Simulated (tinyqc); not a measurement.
RKS/exchange-only LDA in the 6-31g basis, for H2, spin multiplicity 1, step by step. Computed by tinyqc, a small Python program that keeps every step (integrals from PySCF). Settings: charge = 0, multiplicity = 1, basis = 6-31g, energy threshold = 1e-08, iteration cap = 73, orthogonalisation = canonical, start = Wolfsberg-Helmholz matrix, DIIS depth = 4, method = RKS, functional = Slater exchange alone, grid = [10, 50]. Command: `OMP_NUM_THREADS=1 python tinyqc.py 20880 20881 out.jsonl` (the two numbers bound the seeds that draw the settings). One thread of a shared host (Intel(R) Xeon(R) Processor @ 2.60GHz), about 0.1 s of CPU time with the checks. Later iterations appear only in the table of the cycle.

## One-electron integrals

Geometry (angstrom):
```
atom         x         y         z
H     0.000000  0.000000  0.000000
H     0.000000  0.000000  1.227000
```

Basis 6-31g: exponents (1/bohr^2) and contraction coefficients of normalised primitives:
```
element  l (shell)   exponent  coefficient
H            s (1)  18.731137     0.033495
H            s (1)   2.825394     0.234727
H            s (1)   0.640122     0.813757
H            s (2)   0.161278     1.000000
```

Overlap, kinetic and nuclear-attraction integrals over the contracted functions; the nuclear repulsion is the sum of Za Zb / Rab.

nuclear repulsion = 0.43127727 hartree

overlap S, order 1H 1s, 1H 2s, 2H 1s, 2H 2s:
$$\begin{pmatrix}
1.000000 & 0.658292 & 0.134726 & 0.324849 \\
0.658292 & 1.000000 & 0.324849 & 0.648209 \\
0.134726 & 0.324849 & 1.000000 & 0.658292 \\
0.324849 & 0.648209 & 0.658292 & 1.000000
\end{pmatrix}$$

kinetic energy T (hartree), order 1H 1s, 1H 2s, 2H 1s, 2H 2s:
$$\begin{pmatrix}
1.395678 & 0.259735 & -0.039692 & 0.067554 \\
0.259735 & 0.241917 & 0.067554 & 0.111489 \\
-0.039692 & 0.067554 & 1.395678 & 0.259735 \\
0.067554 & 0.111489 & 0.259735 & 0.241917
\end{pmatrix}$$

nuclear attraction V (hartree), order 1H 1s, 1H 2s, 2H 1s, 2H 2s:
$$\begin{pmatrix}
-2.084449 & -1.025379 & -0.229301 & -0.514391 \\
-1.025379 & -1.045151 & -0.514391 & -0.724878 \\
-0.229301 & -0.514391 & -2.084449 & -1.025379 \\
-0.514391 & -0.724878 & -1.025379 & -1.045151
\end{pmatrix}$$

core Hamiltonian H = T + V (hartree), order 1H 1s, 1H 2s, 2H 1s, 2H 2s:
$$\begin{pmatrix}
-0.688771 & -0.765643 & -0.268992 & -0.446837 \\
-0.765643 & -0.803234 & -0.446837 & -0.613389 \\
-0.268992 & -0.446837 & -0.688771 & -0.765643 \\
-0.446837 & -0.613389 & -0.765643 & -0.803234
\end{pmatrix}$$

## Two-electron integrals

Functions are numbered as in S; the eight-fold symmetry (ij|kl) = (ji|kl) = (kl|ij) leaves the list below.

Two-electron integrals (ij|kl) in chemists' order, unique and non-zero (hartree):
```
(11|11) 1.076566   (21|11) 0.578470   (21|21) 0.329423   (22|11) 0.587396
(22|21) 0.361304   (22|22) 0.453150   (31|11) 0.099330   (31|21) 0.059171
(31|22) 0.069335   (31|31) 0.016545   (32|11) 0.163973   (32|21) 0.104128
(32|22) 0.138259   (32|31) 0.032694   (32|32) 0.079217   (33|11) 0.429375
(33|21) 0.279666   (33|22) 0.393155   (33|31) 0.099330   (33|32) 0.274143
(33|33) 1.076566   (41|11) 0.274143   (41|21) 0.157573   (41|22) 0.175389
(41|31) 0.032694   (41|32) 0.059362   (41|33) 0.163973   (41|41) 0.079217
(42|11) 0.339048   (42|21) 0.211489   (42|22) 0.273824   (42|31) 0.050114
(42|32) 0.110512   (42|33) 0.339048   (42|41) 0.110512   (42|42) 0.190402
(43|11) 0.279666   (43|21) 0.180975   (43|22) 0.252282   (43|31) 0.059171
(43|32) 0.157573   (43|33) 0.578470   (43|41) 0.104128   (43|42) 0.211489
(43|43) 0.329423   (44|11) 0.393155   (44|21) 0.252282   (44|22) 0.350249
(44|31) 0.069335   (44|32) 0.175389   (44|33) 0.587396   (44|41) 0.138259
(44|42) 0.273824   (44|43) 0.361304   (44|44) 0.453150
```

## Orthogonalisation

S = U s U^T; canonical form X = U s^(-1/2), so that X^T S X = 1. Each column of U has its largest component positive (the first on a tie).

eigenvalues of S: [0.187700, 0.375356, 1.029366, 2.407579]

X, order 1H 1s, 1H 2s, 2H 1s, 2H 2s:
$$\begin{pmatrix}
-0.720653 & 0.913412 & 0.625329 & 0.278571 \\
1.464408 & -0.705512 & 0.307732 & 0.360660 \\
0.720653 & 0.913412 & -0.625329 & 0.278571 \\
-1.464408 & -0.705512 & -0.307732 & 0.360660
\end{pmatrix}$$

## Starting guess

The start is the generalised Wolfsberg-Helmholz matrix (K = 1.75) built on H; D = 2 C_occ C_occ^T.

D at the start, order 1H 1s, 1H 2s, 2H 1s, 2H 2s:
$$\begin{pmatrix}
0.086593 & 0.172052 & 0.086593 & 0.172052 \\
0.172052 & 0.341849 & 0.172052 & 0.341849 \\
0.086593 & 0.172052 & 0.086593 & 0.172052 \\
0.172052 & 0.341849 & 0.172052 & 0.341849
\end{pmatrix}$$

## Iteration 1: exchange-correlation on the grid

Becke grid with 10 radial and 50 angular points per atom, points of zero weight dropped. rho = sum D_ij phi_i phi_j; V_xc,ij = sum w v_xc phi_i phi_j; v_xc is d(rho eps)/d rho.

The 16 grid points with the largest w rho, of 994 (bohr, atomic units):
```
x                  y         z         w       rho     eps_xc       v_xc
-1.009577  -1.009577  1.009577  0.424060  0.022800  -0.209426  -0.279234
1.009577    1.009577  1.009577  0.424060  0.022800  -0.209426  -0.279234
1.009577   -1.009577  1.009577  0.424060  0.022800  -0.209426  -0.279234
-1.009577   1.009577  1.009577  0.424060  0.022800  -0.209426  -0.279234
1.009577    1.009577  1.309117  0.424060  0.022800  -0.209426  -0.279234
-1.009577  -1.009577  1.309117  0.424060  0.022800  -0.209426  -0.279234
-1.009577   1.009577  1.309117  0.424060  0.022800  -0.209426  -0.279234
1.009577   -1.009577  1.309117  0.424060  0.022800  -0.209426  -0.279234
0.527234   -1.581703  0.527234  0.577177  0.015635  -0.184681  -0.246241
-0.527234  -1.581703  0.527234  0.577177  0.015635  -0.184681  -0.246241
-1.581703   0.527234  0.527234  0.577177  0.015635  -0.184681  -0.246241
1.581703   -0.527234  0.527234  0.577177  0.015635  -0.184681  -0.246241
-0.527234   1.581703  0.527234  0.577177  0.015635  -0.184681  -0.246241
1.581703    0.527234  0.527234  0.577177  0.015635  -0.184681  -0.246241
0.527234    1.581703  0.527234  0.577177  0.015635  -0.184681  -0.246241
-1.581703  -0.527234  0.527234  0.577177  0.015635  -0.184681  -0.246241
```

electrons on the grid, sum of w rho = 1.998459

E_xc = sum of w rho eps_xc = -0.43219234 hartree

V_xc (hartree), order 1H 1s, 1H 2s, 2H 1s, 2H 2s:
$$\begin{pmatrix}
-0.385537 & -0.217663 & -0.050533 & -0.111442 \\
-0.217663 & -0.235469 & -0.111442 & -0.165648 \\
-0.050533 & -0.111442 & -0.385537 & -0.217663 \\
-0.111442 & -0.165648 & -0.217663 & -0.235469
\end{pmatrix}$$

## Iteration 1: building the Kohn-Sham matrix

J_ij = sum D_kl (ij|kl); F = H + J + V_xc; E = tr D H + tr D J / 2 + E_xc + E_nn.

Coulomb J (hartree), order 1H 1s, 1H 2s, 2H 1s, 2H 2s:
$$\begin{pmatrix}
1.160658 & 0.704586 & 0.164956 & 0.364115 \\
0.704586 & 0.877835 & 0.364115 & 0.606391 \\
0.164956 & 0.364115 & 1.160658 & 0.704586 \\
0.364115 & 0.606391 & 0.704586 & 0.877835
\end{pmatrix}$$

Kohn-Sham matrix F (hartree), order 1H 1s, 1H 2s, 2H 1s, 2H 2s:
$$\begin{pmatrix}
0.086350 & -0.278720 & -0.154568 & -0.194164 \\
-0.278720 & -0.160868 & -0.194164 & -0.172645 \\
-0.154568 & -0.194164 & 0.086350 & -0.278720 \\
-0.194164 & -0.172645 & -0.278720 & -0.160868
\end{pmatrix}$$

total energy of this density = -0.97985125 hartree

## Iteration 1: diagonalisation and new density

Diagonalise F' = X^T F X, C = X C', fill 1 alpha and 1 beta electrons from the bottom; D = 2 C_occ C_occ^T. Each column has its largest component positive (the first on a tie).

F' = X^T F X (hartree):
$$\begin{pmatrix}
0.657690 & 0.000000 & -0.323881 & 0.000000 \\
0.000000 & 0.773109 & 0.000000 & 0.009319 \\
-0.323881 & 0.000000 & 0.125561 & 0.000000 \\
0.000000 & 0.009319 & 0.000000 & -0.287393
\end{pmatrix}$$

orbital energies (hartree): MO1 -0.287475, MO2 -0.027527, MO3 0.773191, MO4 0.810779

coefficients C, order 1H 1s, 1H 2s, 2H 1s, 2H 2s:
$$\begin{pmatrix}
0.270534 & 0.257394 & 0.915825 & -0.918763 \\
0.366845 & 0.904013 & -0.702316 & 1.192455 \\
0.270534 & -0.257394 & 0.915825 & 0.918763 \\
0.366845 & -0.904013 & -0.702316 & -1.192455
\end{pmatrix}$$

D after iteration 1, order 1H 1s, 1H 2s, 2H 1s, 2H 2s:
$$\begin{pmatrix}
0.146378 & 0.198489 & 0.146378 & 0.198489 \\
0.198489 & 0.269151 & 0.198489 & 0.269151 \\
0.146378 & 0.198489 & 0.146378 & 0.198489 \\
0.198489 & 0.269151 & 0.198489 & 0.269151
\end{pmatrix}$$

## Iteration 2: exchange-correlation on the grid

As before.

The 16 grid points with the largest w rho, of 994 (bohr, atomic units):
```
x                  y         z         w       rho     eps_xc       v_xc
-0.748398   0.000000  1.570296  0.162303  0.058872  -0.287312  -0.383083
0.000000   -0.748398  1.570296  0.162303  0.058872  -0.287312  -0.383083
0.000000    0.748398  1.570296  0.162303  0.058872  -0.287312  -0.383083
0.748398    0.000000  1.570296  0.162303  0.058872  -0.287312  -0.383083
0.748398    0.000000  0.748398  0.162303  0.058872  -0.287312  -0.383083
0.000000    0.748398  0.748398  0.162303  0.058872  -0.287312  -0.383083
0.000000   -0.748398  0.748398  0.162303  0.058872  -0.287312  -0.383083
-0.748398   0.000000  0.748398  0.162303  0.058872  -0.287312  -0.383083
0.319118    0.319118  1.361340  0.121988  0.074239  -0.310405  -0.413874
-0.319118  -0.319118  1.361340  0.121988  0.074239  -0.310405  -0.413874
0.319118   -0.319118  1.361340  0.121988  0.074239  -0.310405  -0.413874
-0.319118   0.319118  1.361340  0.121988  0.074239  -0.310405  -0.413874
0.319118   -0.319118  0.957354  0.121988  0.074239  -0.310405  -0.413874
0.319118    0.319118  0.957354  0.121988  0.074239  -0.310405  -0.413874
-0.319118  -0.319118  0.957354  0.121988  0.074239  -0.310405  -0.413874
-0.319118   0.319118  0.957354  0.121988  0.074239  -0.310405  -0.413874
```

electrons on the grid, sum of w rho = 1.998434

E_xc = sum of w rho eps_xc = -0.46261651 hartree

V_xc (hartree), order 1H 1s, 1H 2s, 2H 1s, 2H 2s:
$$\begin{pmatrix}
-0.404047 & -0.223650 & -0.051990 & -0.114273 \\
-0.223650 & -0.234267 & -0.114273 & -0.165173 \\
-0.051990 & -0.114273 & -0.404047 & -0.223650 \\
-0.114273 & -0.165173 & -0.223650 & -0.234267
\end{pmatrix}$$

## Iteration 2: building the Kohn-Sham matrix

As before.

Coulomb J (hartree), order 1H 1s, 1H 2s, 2H 1s, 2H 2s:
$$\begin{pmatrix}
1.210524 & 0.728432 & 0.171159 & 0.376511 \\
0.728432 & 0.895555 & 0.376511 & 0.619477 \\
0.171159 & 0.376511 & 1.210524 & 0.728432 \\
0.376511 & 0.619477 & 0.728432 & 0.895555
\end{pmatrix}$$

Kohn-Sham matrix F (hartree), order 1H 1s, 1H 2s, 2H 1s, 2H 2s:
$$\begin{pmatrix}
0.117706 & -0.260861 & -0.149823 & -0.184599 \\
-0.260861 & -0.141946 & -0.184599 & -0.159084 \\
-0.149823 & -0.184599 & 0.117706 & -0.260861 \\
-0.184599 & -0.159084 & -0.260861 & -0.141946
\end{pmatrix}$$

total energy of this density = -0.98829654 hartree

## Iteration 2: DIIS over 2 matrices

error matrix X^T (FDS - SDF) X:
$$\begin{pmatrix}
0.000000 & 0.000000 & 0.000000 & 0.000000 \\
0.000000 & 0.000000 & 0.000000 & 0.018315 \\
0.000000 & 0.000000 & 0.000000 & 0.000000 \\
0.000000 & -0.018315 & 0.000000 & 0.000000
\end{pmatrix}$$

B (overlaps of the stored error matrices):
$$\begin{pmatrix}
4.0847183e-02 & -5.2347488e-03 \\
-5.2347488e-03 & 6.7085643e-04
\end{pmatrix}$$

Minimise |sum c_i e_i|^2 with sum c_i = 1: solve [B -1; -1 0][c; lambda] = [0; -1] with B_ij = tr e_i^T e_j, and take F = sum c_i F_i.

DIIS coefficients: [0.113597, 0.886403]

extrapolated F (hartree), order 1H 1s, 1H 2s, 2H 1s, 2H 2s:
$$\begin{pmatrix}
0.114144 & -0.262890 & -0.150362 & -0.185685 \\
-0.262890 & -0.144095 & -0.185685 & -0.160625 \\
-0.150362 & -0.185685 & 0.114144 & -0.262890 \\
-0.185685 & -0.160625 & -0.262890 & -0.144095
\end{pmatrix}$$

## Iteration 2: diagonalisation and new density

As before.

F' = X^T F X (hartree):
$$\begin{pmatrix}
0.671539 & 0.000000 & -0.330655 & 0.000000 \\
0.000000 & 0.792507 & 0.000000 & 0.017413 \\
-0.330655 & 0.000000 & 0.150567 & 0.000000 \\
0.000000 & 0.017413 & 0.000000 & -0.265167
\end{pmatrix}$$

orbital energies (hartree): MO1 -0.265453, MO2 -0.009881, MO3 0.792794, MO4 0.831987

coefficients C, order 1H 1s, 1H 2s, 2H 1s, 2H 2s:
$$\begin{pmatrix}
0.263502 & 0.247983 & 0.917873 & -0.921348 \\
0.372222 & 0.916163 & -0.699481 & 1.183146 \\
0.263502 & -0.247983 & 0.917873 & 0.921348 \\
0.372222 & -0.916163 & -0.699481 & -1.183146
\end{pmatrix}$$

D after iteration 2, order 1H 1s, 1H 2s, 2H 1s, 2H 2s:
$$\begin{pmatrix}
0.138866 & 0.196162 & 0.138866 & 0.196162 \\
0.196162 & 0.277098 & 0.196162 & 0.277098 \\
0.138866 & 0.196162 & 0.138866 & 0.196162 \\
0.196162 & 0.277098 & 0.196162 & 0.277098
\end{pmatrix}$$

## Iteration 5 (converged): orbitals

converged F (hartree), order 1H 1s, 1H 2s, 2H 1s, 2H 2s:
$$\begin{pmatrix}
0.114071 & -0.262911 & -0.150364 & -0.185692 \\
-0.262911 & -0.144108 & -0.185692 & -0.160631 \\
-0.150364 & -0.185692 & 0.114071 & -0.262911 \\
-0.185692 & -0.160631 & -0.262911 & -0.144108
\end{pmatrix}$$

As before.

F' = X^T F X (hartree):
$$\begin{pmatrix}
0.671496 & 0.000000 & -0.330615 & 0.000000 \\
0.000000 & 0.792437 & 0.000000 & 0.017377 \\
-0.330615 & 0.000000 & 0.150499 & 0.000000 \\
0.000000 & 0.017377 & 0.000000 & -0.265195
\end{pmatrix}$$

orbital energies (hartree): MO1 -0.265480, MO2 -0.009913, MO3 0.792723, MO4 0.831908

coefficients C, order 1H 1s, 1H 2s, 2H 1s, 2H 2s:
$$\begin{pmatrix}
0.263532 & 0.248021 & 0.917864 & -0.921338 \\
0.372199 & 0.916114 & -0.699493 & 1.183184 \\
0.263532 & -0.248021 & 0.917864 & 0.921338 \\
0.372199 & -0.916114 & -0.699493 & -1.183184
\end{pmatrix}$$

D after iteration 5, order 1H 1s, 1H 2s, 2H 1s, 2H 2s:
$$\begin{pmatrix}
0.138898 & 0.196172 & 0.138898 & 0.196172 \\
0.196172 & 0.277064 & 0.196172 & 0.277064 \\
0.138898 & 0.196172 & 0.138898 & 0.196172 \\
0.196172 & 0.277064 & 0.196172 & 0.277064
\end{pmatrix}$$

## Convergence

Stop when the energy changes by less than 1e-08 hartree and every element of the error matrix X^T (F D S - S D F) X is below 3e-05.

Course of the cycle:
```
iteration  E (hartree)     change  largest element of the error matrix
1          -0.97985125          -                             1.43e-01
2          -0.98829654  -8.45e-03                             1.83e-02
3          -0.98843644  -1.40e-04                             7.49e-05
4          -0.98843644  -1.62e-09                             4.15e-05
5          -0.98843644  -3.76e-10                             2.87e-05
```

PySCF RKS in the same basis, fine grid = -0.98883766 hartree

Converged in 5 iterations. The coarse grid moves the energy by +4.01e-04 hartree.

## Populations, bond orders and dipole

Mulliken: Z minus the diagonal of D S on the atom; Loewdin: the same with S^(1/2) D S^(1/2); Mayer order: 2 sum_s sum (D(s) S)_ij (D(s) S)_ji over the two atoms.

Charges (e):
```
atom  Mulliken  Loewdin
1H           0        0
2H           0        0
```

Mayer bond orders:
```
pair     order
2-1   1.000000
```

dipole moment about the origin, x y z (debye): [0.000000, 0.000000, 0.000000]
